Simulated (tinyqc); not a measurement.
Six-band hole subbands of a thin body in a field: one step. Confinement masses without spin-orbit coupling. Two cases, with inputs chosen for the exercise.

Task: C(n n^T)/c has C_XX = (g1 + 4 g2) nx^2 + (g1 - 2 g2)(ny^2 + nz^2) and C_XY = 6 g3 nx ny, n the unit normal; its eigenvalues are the inverse masses along n.

Case 1.

Values chosen (near those of a p-type Si channel; shifted at random, so the results belong to these values and not to a real crystal): g1 = 4.29 (Luttinger gamma1); g2 = 0.34 (gamma2); g3 = 1.45 (gamma3); face = 110 (surface).

Case 2.

Values chosen (near those of a p-type Ge channel; shifted at random, so the results belong to these values and not to a real crystal): g1 = 13.36 (Luttinger gamma1); g2 = 4.25 (gamma2); g3 = 5.7 (gamma3); face = 110 (surface).

Give: C(n n^T)/c; masses.

Result:

Case 1.

C(n n^T)/c, rows X, Y, Z and columns alike:
```
[[4.6300, 4.3500, 0],
 [4.3500, 4.6300, 0],
 [0, 0, 3.6100]]
```

masses (m0): [3.5714, 0.2770, 0.1114]

The heaviest mass, 3.57, comes from a near cancellation among the gammas, so a few per cent in them move it strongly.

Case 2.

C(n n^T)/c, rows X, Y, Z and columns alike:
```
[[17.6100, 17.1000, 0],
 [17.1000, 17.6100, 0],
 [0, 0, 4.8600]]
```

masses (m0): [1.9608, 0.2058, 0.0288]

The heaviest mass, 1.96, comes from a near cancellation among the gammas, so a few per cent in them move it strongly.

Computed by tinyqc, one run a case: `OMP_NUM_THREADS=1 python tinyqc.py N N+1 out.jsonl` with N = 1280164, 1280301; one thread of a shared Intel(R) Xeon(R) Processor @ 2.30GHz, about 0.5 s a run at most.
